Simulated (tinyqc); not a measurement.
Hubbard ring of 5 sites, step by step. Computed by tinyqc, a small Python program that keeps every step. Settings: hopping = 0.82, U = 2.0, mixing = 1, iteration cap = 89. Command: `OMP_NUM_THREADS=1 python tinyqc.py 29158 29159 out.jsonl` (the two numbers bound the seeds that draw the settings). One thread of a shared host (Intel(R) Xeon(R) Processor @ 2.60GHz), about 0.3 s of CPU time with the checks. Later iterations appear only in the table of the cycle.

## Mean-field iteration 1

one-body matrix (hopping and site energies) (eV):
```
,1,2,3,4,5
1,-0.080000,-0.820000,0.000000,0.000000,-0.820000
2,-0.820000,-0.250000,-0.820000,0.000000,0.000000
3,0.000000,-0.820000,0.190000,-0.820000,0.000000
4,0.000000,0.000000,-0.820000,0.380000,-0.820000
5,-0.820000,0.000000,0.000000,-0.820000,0.920000
```

U = 2.000000 eV

electrons, up and down: 3  2

mixing = 1

n(up) at the start (a guess, not normalised): 1 0.900000, 2 0.300000, 3 0.900000, 4 0.300000, 5 0.900000

n(down) at the start (a guess): 1 0.100000, 2 0.700000, 3 0.100000, 4 0.700000, 5 0.100000

H(up) = T + U n(down), H(down) = T + U n(up); fill the lowest levels; n(new) = n + mixing (n(out) - n); E = tr T (rho up + rho down) + U sum n_up n_down of the output.

levels, up (eV): -0.891582  -0.018151  0.754564  2.079395  2.635774

levels, down (eV): -0.427936  0.511198  1.468175  2.750246  3.458317

energy = -1.444482 eV

n(up) after iteration 1: 1 0.778871, 2 0.458841, 3 0.754747, 4 0.378240, 5 0.629300

n(down) after iteration 1: 1 0.147126, 2 0.793216, 3 0.181740, 4 0.779037, 5 0.098880

## Mean-field iteration 2

As before.

levels, up (eV): -0.778358  0.116747  0.843223  2.219799  2.758589

levels, down (eV): -0.349598  0.623472  1.181470  2.627236  3.077420

energy = -1.477042 eV

n(up) after iteration 2: 1 0.788686, 2 0.431039, 3 0.754620, 4 0.356373, 5 0.669282

n(down) after iteration 2: 1 0.219476, 2 0.711682, 3 0.209450, 4 0.712546, 5 0.146846

## Convergence

Each step fills the lowest levels of T + U n(other spin) and sets n(new) = n + mixing (n(out) - n); stop when output and input agree to 1e-8.

Course of the cycle:
```
iteration,E (eV),largest |n(out) - n(in)|,mean |n_up - n_down|
1,-1.44448218,2.71e-01,0.494069
2,-1.47704212,8.15e-02,0.454726
3,-1.48778637,6.81e-02,0.419240
4,-1.49203407,4.03e-02,0.402137
5,-1.49392265,3.19e-02,0.388538
6,-1.49490399,2.47e-02,0.379474
7,-1.49547809,1.86e-02,0.373181
8,-1.49585487,1.73e-02,0.367432
9,-1.49611887,1.26e-02,0.363869
10,-1.49631419,1.31e-02,0.359705
11,-1.49646287,9.30e-03,0.357299
...,...,...,...
79,-1.49727842,8.99e-04,0.322238
80,-1.49727987,1.36e-03,0.322187
81,-1.49728133,9.00e-04,0.322207
82,-1.49728279,1.37e-03,0.322155
83,-1.49728425,9.02e-04,0.322174
84,-1.49728573,1.38e-03,0.322122
85,-1.49728721,9.07e-04,0.322140
86,-1.49728870,1.39e-03,0.322086
87,-1.49729021,9.14e-04,0.322105
88,-1.49729173,1.40e-03,0.322049
89,-1.49729326,9.23e-04,0.322067
```

Not converged within 89 iterations: the residual has stopped falling. The lowest mean-field energy found from random starts is -1.53385 eV. Reruns (cap 100 unless said): mixing 0.2: not converged; mixing 0.5: not converged; mixing 0.9: not converged; the original settings with a cap of 400: converged in 262 (E = -1.53385).

## Exact diagonalisation (100 states)

Lowest levels of the sector, and the double occupancy of the lowest state.

lowest levels (eV): -1.855868  -1.773004  -0.872817  -0.709420  -0.521904  -0.242077

double occupancy per site = 0.160286

## The lowest level by Lanczos steps

From a random start vector (not printed): a_j = <q_j|H|q_j>, b_j = norm of the remainder after orthogonalising; the Ritz value is the lowest eigenvalue of the tridiagonal matrix of a and b so far.

Lanczos:
```
j,a_j (eV),b_j (eV),lowest Ritz value (eV)
1,1.714497,2.929489,1.71449672
2,2.709091,2.945166,-0.75960513
3,3.992397,2.449304,-1.51890638
4,3.608721,2.915638,-1.70245254
5,4.104459,2.768113,-1.78291608
6,4.644979,2.705801,-1.81327185
7,3.819418,2.724970,-1.82451293
8,3.571425,2.420824,-1.83006396
9,3.047135,2.280445,-1.83280093
10,2.297395,2.766196,-1.83450504
```
